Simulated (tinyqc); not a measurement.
Luttinger-Kohn k.p, four valence bands, step by step. One step of it, computed by the program tinyqc.

Task: Bloch Hamiltonian at k. P = c g1 k^2, Q = c g2 (kx^2 + ky^2 - 2 kz^2), R = c sqrt3 [-g2 (kx^2 - ky^2) + 2i g3 kx ky], S = 2 c sqrt3 g3 (kx - i ky) kz, c = hbar^2/2m = 3.809982 eV angstrom^2; rows [P+Q, -S, R, 0], [-S*, P-Q, 0, R], [R*, 0, P-Q, S], [0, R*, S*, P+Q]. The path ends lie at |k| = 0.05 1/angstrom.

Luttinger parameters chosen for this model; energies are counted downward from the top of the valence band:
```
parameter,value,unit
g1,15.990000,
g2,5.710000,
g3,7.520000,
```

k point k (1/angstrom): 0.009000  -0.027000  -0.025000

Give: H(k) at k.

Result:

H(k) at k (eV):
```
,3/2,1/2,-1/2,-3/2
3/2,0.0779,0.0223+0.0670i,0.0244-0.0241i,0.0000
1/2,0.0223-0.0670i,0.0970,0.0000,0.0244-0.0241i
-1/2,0.0244+0.0241i,0.0000,0.0970,-0.0223-0.0670i
-3/2,0.0000,0.0244+0.0241i,-0.0223+0.0670i,0.0779
```
